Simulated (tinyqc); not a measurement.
Single-photon avalanche diode, trigger probability and counting: one step of the calculation.

A multiplication layer of width W with the uniform field V/W; alpha = an exp(-bn/E) for electrons, beta = ap exp(-bp/E) for holes (local model, no dead space). a = alpha W, b = beta W. Electrons enter at x = 0, holes at x = W. P0 is the probability that an electron entering at 0 starts a lasting avalanche, PW the same for a hole entering at W.

Task. Ionisation integrals at and above breakdown. Breakdown: ln(a/b) = a - b with a not equal to b. VB is given; V = VB + Vx.

Values chosen for this exercise; ionisation coefficients close to those of indium phosphide: electron prefactor an = 1.09e7 1/cm; electron field bn = 3.16 MV/cm; hole prefactor ap = 4.75e6 1/cm; hole field bp = 2.54 MV/cm; width of the multiplication layer W = 1 um; excess bias Vx = 6.4 V.

breakdown voltage VB = 43.222622 V

Find: E at VB; a at VB; b at VB; E at V; a; b.

Result.

E at VB = 0.43223 MV/cm
a at VB = 0.72829
b at VB = 1.3321
E at V = 0.49623 MV/cm
a = 1.8699
b = 2.8425

At VB, ln(a/b) = -0.6038 equals a - b.

tinyqc, about 0.01 s, one thread, Intel Xeon 2.30GHz (shared host): `OMP_NUM_THREADS=1 python tinyqc.py 2630104 2630105 out.jsonl`
